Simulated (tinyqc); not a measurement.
# Inputs raised by 10 %, one at a time

Model: scattering of inversion-layer electrons by surface optical phonons of the gate insulator (remote phonon scattering). Computed by tinyqc, a small Python program. Command: `OMP_NUM_THREADS=1 python tinyqc.py 3113490 3113491 out.jsonl sophonon sens`. One thread of a shared host (Intel(R) Xeon(R) Processor @ 2.30GHz), about 0.03 s of CPU time with the checks.

One subband with the Fang-Howard envelope; insulator and channel are half-spaces, the gate is far away, and an interlayer only moves the polar surface away by t (its own modes and its permittivity contrast are left out).

Inputs (values chosen for the exercise, modelled on SiO2 on In0.53Ga0.47As): static constant of the insulator eps_0s = 4; intermediate constant eps_i = 3.08; optical constant eps_inf = 2.47; hbar omega_TO1 = 56.2 meV; hbar omega_TO2 = 141 meV; constant of the channel eps_s = 13.9; in-plane mass m = 0.0418 m_0; valleys g_v = 1; sheet density n = 1.3e+12 1/cm^2; mean distance of the electrons z0 = 3/b = 2.8 nm; interlayer thickness t = 0 nm; temperature T = 350 K; electron energy E = 60 meV; mobility from other processes = 1680 cm^2/(V s).

Screening by the channel electrons: none.

Constants: k_B = 8.617333262e-05 eV/K; hbar^2/(2 m_0) = 3.80998212 eV angstrom^2; e^2/(4 pi eps_0) = 14.39964548 eV angstrom; hbar = 6.582119569e-16 eV s; e = 1.602176634e-19 C; m_0 = 9.1093837015e-31 kg.

Method:
- eps(w) = eps_inf + (eps_0s - eps_i) w1^2/(w1^2 - w^2) + (eps_i - eps_inf) w2^2/(w2^2 - w^2). Surface modes solve eps(w) + eps_s = 0, a quadratic in w^2; the strength of a mode is g = 2/(w d eps/dw).
- Occupation N = 1/(exp(hbar w/(k_B T)) - 1).
- Density of states D = g_v m/(pi hbar^2); eta = E_F/(k_B T) = ln(exp(n/(D k_B T)) - 1); screening wave number q_s = e^2 D/(2 eps_0 eps_avg) x 1/(1 + exp(-eta)), eps_avg = (eps_s + eps_inf)/2; b = 3/z0.
- For a mode of strength g, without the occupation factor, Area x |M(q)|^2 = e^2 hbar w g/(2 eps_0 q) x (b/(b + q))^6 exp(-2 q t).
- Approximate momentum relaxation rate, taking tau v alike in the initial and final states: 1/tau = (m/(2 pi hbar^3)) sum over modes and over absorption (N, E' = E + hbar w) and emission (N + 1, E' = E - hbar w > 0) of [(1 - f(E'))/(1 - f(E))] int_0^(2 pi) Area |M(q)|^2 (1 - cos theta) d theta, q^2 = k^2 + k'^2 - 2 k k' cos theta, f the Fermi function; 48 midpoints in theta from 0 to pi.
- mu = (e/m) int tau E f (1 - f) dE/(k_B T int f dE), by 300 midpoints from 0 to (max(eta, 0) + 14) k_B T; Matthiessen sum with the other processes.

Runs; columns: (1) input moved; (2) from; (3) to; (4) remote-phonon mobility (cm^2/(V s)); (5) total mobility (cm^2/(V s)); (6) tau at E (fs); (7) loss of mobility (%):
```
(1)                                          (2)       (3)         (4)     (5)     (6)     (7)
base run                                       -         -  1.7145e+05  1663.7  2381.1  0.9704
static constant of the insulator eps_0s        4       4.4  1.2586e+05  1657.9  1691.7  1.3172
intermediate constant eps_i                 3.08     3.388  2.4506e+05  1668.6  3615.3  0.6809
hbar omega_TO1 (meV)                        56.2     61.82  1.9450e+05  1665.6  9715.6  0.8564
hbar omega_TO2 (meV)                         141     155.1  1.7671e+05  1664.2  2388.4  0.9417
in-plane mass m (m_0)                     0.0418   0.04598  1.5782e+05  1662.3  2342.2  1.0533
sheet density n (1/cm^2)                 1.3e+12  1.43e+12  1.7915e+05  1664.4  2426.8  0.9291
temperature T (K)                            350       385  1.5024e+05  1661.4  1954.4  1.1059
```

Exponents ln(y'/y) / ln(x'/x):
```
input                                    remote-phonon mobility  total mobility  tau at E  loss of mobility
static constant of the insulator eps_0s                  -3.243          -0.037    -3.587             3.206
intermediate constant eps_i                               3.748           0.031     4.381            -3.717
hbar omega_TO1                                            1.323           0.012    14.753            -1.311
hbar omega_TO2                                            0.317           0.003     0.032            -0.314
in-plane mass m                                          -0.869          -0.009    -0.173             0.860
sheet density n                                           0.461           0.004     0.199            -0.456
temperature T                                            -1.386          -0.014    -2.072             1.371
```

Among the inputs moved here: remote-phonon mobility answers most in size to intermediate constant eps_i (exponent +3.748), next to static constant of the insulator eps_0s (-3.243). Total mobility answers most in size to static constant of the insulator eps_0s (exponent -0.037), next to intermediate constant eps_i (+0.031). tau at E answers most in size to hbar omega_TO1 (exponent +14.753), next to intermediate constant eps_i (+4.381). Loss of mobility answers most in size to intermediate constant eps_i (exponent -3.717), next to static constant of the insulator eps_0s (+3.206).

Caution (all rows): a relaxation time is only an approximation for inelastic scattering, and static or no screening brackets the true dynamic screening only roughly.
